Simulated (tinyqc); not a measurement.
Free and trapped electrons in a MOS channel with a dense trap tail: one step of the calculation.

p-type body, charge-sheet picture, full ionisation (an idealisation for deep acceptors), Boltzmann statistics for free electrons. e = Ec - EF at the surface. Acceptor-like traps of density D(E) = D0 + De exp(-E/Ew) at depth E below Ec, from 0 to Eu, hold n_t = integral of D(E)/(1 + exp((e - E)/Vt)). psi = Eg - Vt ln(Nv/Na) - e; N_dep = sqrt(2 eps0 eps_r Na (psi - Vt)/q); n_f = sqrt(N_dep^2 + 2 eps0 eps_r Vt Nc exp(-e/Vt)/q) - N_dep; Vg = Vfb + psi + q (N_dep + n_t + n_f)/Cox, Cox = eps0 eox/tox.

Question. Charges and gate voltage. psi, N_dep, n_f and Vg as defined, with the n_t given; free share n_f/(n_f + n_t); apparent mobility mf n_f/(n_f + n_t); gate voltage spent on traps q n_t/Cox.

Parameters, values chosen for the exercise; band and dielectric values close to those of 4H silicon carbide:

| symbol | value | unit | meaning |
|---|---|---|---|
| T | 300 | K | temperature |
| Eg | 3.21 | eV | band gap |
| eps_r | 9.89 |  | relative permittivity |
| Nc | 1.67e19 | cm^-3 | conduction-band density of states at T |
| Nv | 2.46e19 | cm^-3 | valence-band density of states at T |
| eox | 3.9 |  | relative permittivity of the insulator |
| tox | 40 | nm | insulator thickness |
| Na | 8.7e15 | cm^-3 | acceptor density |
| Vfb | -2.12 | V | flat-band voltage without trapped charge |
| mf | 110 | cm^2/(V s) | mobility of free electrons |
| e | 0.06 | eV | Ec - EF at the surface |

Constants: q = 1.602176634e-19 C, kB = 1.380649e-23 J/K, Vt = kB T/q, eps0 = 8.8541878128e-14 F/cm where lengths are in cm. Results are converted to the units shown.

n_t = 5.1021912e11 cm^-2

Find: psi; N_dep; n_f; Vg; free share; apparent mobility; gate voltage spent on traps.

Answer.

psi = 2.945 V
N_dep = 5.268e11 cm^-2
n_f = 3.339e11 cm^-2
Vg = 3.369 V
free share = 39.56 %
apparent mobility = 43.51 cm^2/(V s)
gate voltage spent on traps = 0.9469 V

Numbers from tinyqc (`OMP_NUM_THREADS=1 python tinyqc.py 2222219 2222220 out.jsonl`; about 0.02 s on one thread of a shared Intel Xeon 2.30GHz).
